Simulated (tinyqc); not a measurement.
Inside a calculation. Model: electron continuity equation in a given potential, Scharfetter-Gummel discretisation.

Computed by the program tinyqc: `OMP_NUM_THREADS=1 python tinyqc.py 2220110 2220111 out.jsonl`, one thread of a shared Intel Xeon 2.30GHz, about 0.01 s for the whole run. Printed values are rounded.

Steady state in one dimension: J = q mu n E + q D dn/dx with E = -dpsi/dx and D = mu Vt, dJ/dx = 0, fixed densities nL and nR at the ends. The potential is given, psi = U x/L, and is not changed by the electrons.

Parameters, values chosen for the exercise; mobility close to that of gallium phosphide at room temperature:

| symbol | value | unit | meaning |
|---|---|---|---|
| T | 400 | K | temperature |
| mu | 250 | cm^2/(V s) | electron mobility |
| L | 3.8 | um | length of the region |
| nL | 1.6e12 | cm^-3 | density at x = 0 |
| nR | 0 | cm^-3 | density at x = L |
| U | 0.66 | V | potential difference psi(L) - psi(0) |

Constants: q = 1.602176634e-19 C, kB = 1.380649e-23 J/K, Vt = kB T/q. Results are converted to the units shown.

## Potential on the mesh

11 equal intervals, h = L/11; psi = U x/L.

| node | psi (V) |
|---|---|
| 0 | 0.000000 |
| 1 | 0.060000 |
| 2 | 0.120000 |
| 3 | 0.180000 |
| 4 | 0.240000 |
| 5 | 0.300000 |
| 6 | 0.360000 |
| 7 | 0.420000 |
| 8 | 0.480000 |
| 9 | 0.540000 |
| 10 | 0.600000 |
| 11 | 0.660000 |

## Bernoulli factors

d_i = (psi_(i+1) - psi_i)/Vt; B(d) = d/(exp(d) - 1), B(0) = 1. The flux on interval i is J_i = (q D/h) [n_(i+1) B(d_i) - n_i B(-d_i)].

| interval | d_i | B(d_i) | B(-d_i) |
|---|---|---|---|
| 0 | 1.74068 | 0.370262 | 2.11094 |
| 1 | 1.74068 | 0.370262 | 2.11094 |
| 2 | 1.74068 | 0.370262 | 2.11094 |
| 3 | 1.74068 | 0.370262 | 2.11094 |
| 4 | 1.74068 | 0.370262 | 2.11094 |
| 5 | 1.74068 | 0.370262 | 2.11094 |
| 6 | 1.74068 | 0.370262 | 2.11094 |
| 7 | 1.74068 | 0.370262 | 2.11094 |
| 8 | 1.74068 | 0.370262 | 2.11094 |
| 9 | 1.74068 | 0.370262 | 2.11094 |
| 10 | 1.74068 | 0.370262 | 2.11094 |

The largest |d_i| is 1.74, below 2, so central differences would also keep densities positive.

## Tridiagonal system for the inner nodes

Row i (1 to 10): B(-d_(i-1)) n_(i-1) + b_i n_i + B(d_i) n_(i+1) = f_i with b_i = -B(-d_i) - B(d_(i-1)) and f_i = 0; the known end values are moved to the right: f_1 loses B(-d_0) nL and f_10 loses B(d_10) nR. h = L/11, D = mu Vt.

| node | diagonal b | right side f (cm^-3) |
|---|---|---|
| 1 | -2.48120 | -3.37750e12 |
| 2 | -2.48120 | 0 |
| 3 | -2.48120 | 0 |
| 4 | -2.48120 | 0 |
| 5 | -2.48120 | 0 |
| 6 | -2.48120 | 0 |
| 7 | -2.48120 | 0 |
| 8 | -2.48120 | 0 |
| 9 | -2.48120 | 0 |
| 10 | -2.48120 | 0 |

## Densities and current

B(d) = d/(exp(d) - 1) with d_i = (psi_(i+1) - psi_i)/Vt; b and f are the diagonal and right side of the balance equations. Solve B(-d_(i-1)) n_(i-1) + b_i n_i + B(d_i) n_(i+1) = f_i (end values already in f), then J_i = (q D/h) [n_(i+1) B(d_i) - n_i B(-d_i)], h = L/11, D = mu Vt.

| node | n (cm^-3) |
|---|---|
| 0 | 1.6e12 |
| 1 | 1.60000e12 |
| 2 | 1.60000e12 |
| 3 | 1.60000e12 |
| 4 | 1.59999e12 |
| 5 | 1.59995e12 |
| 6 | 1.59973e12 |
| 7 | 1.59849e12 |
| 8 | 1.59137e12 |
| 9 | 1.55077e12 |
| 10 | 1.31936e12 |
| 11 | 0 |

| interval | J (A/cm^2) |
|---|---|
| 0 | -0.111309 |
| 1 | -0.111309 |
| 2 | -0.111309 |
| 3 | -0.111309 |
| 4 | -0.111309 |
| 5 | -0.111309 |
| 6 | -0.111309 |
| 7 | -0.111309 |
| 8 | -0.111309 |
| 9 | -0.111309 |
| 10 | -0.111309 |

Without sources J is the same on every interval. A mesh 200 times finer gives the same densities: for a potential that is linear on each interval and no sources the scheme is exact.
